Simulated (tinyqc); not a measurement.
A ladder of methods, and size consistency: correlation methods against full CI in the 3-21g basis, for H2, spin multiplicity 1. Computed by the program tinyqc with PySCF. All electrons correlated; +Q is the Davidson correction (1 - c0^2) E_corr. The last columns treat two copies 100 angstrom apart as one system. FCI is the lowest singlet.

Geometry (angstrom):
```
atom       x       y       z
H     0.0000  0.0000  0.0000
H     0.0000  0.0000  0.9610
```

RHF energy of one = -1.098405 hartree

Correlation energies (hartree):
```
method   E_corr of one  share of FCI (%)  E_corr of two at 100 angstrom  two minus twice one (mhartree)
MP2           -0.01967            64.345                       -0.03935                           0.000
CISD          -0.03058           100.000                       -0.05966                           1.488
CISD+Q        -0.03136           102.566                       -0.06249                           0.234
CCSD          -0.03058           100.000                       -0.06115                           0.000
CCSD(T)       -0.03058           100.000                       -0.06115                           0.000
FCI           -0.03058           100.000                              -                               -
```

What does the comparison show, and why?

MP2 recovers 64 %, CISD 100.0 % and CCSD 100.0 % of the FCI value (c0^2 = 0.974 in CISD). MP2 and coupled cluster are size consistent, so their last column vanishes; CISD loses 1.49 mhartree, since a double excitation on each copy is a quadruple of the pair, and the Davidson correction leaves +0.23. With two electrons, or one virtual orbital, CISD and CCSD are exact for one copy, so +Q overshoots there.
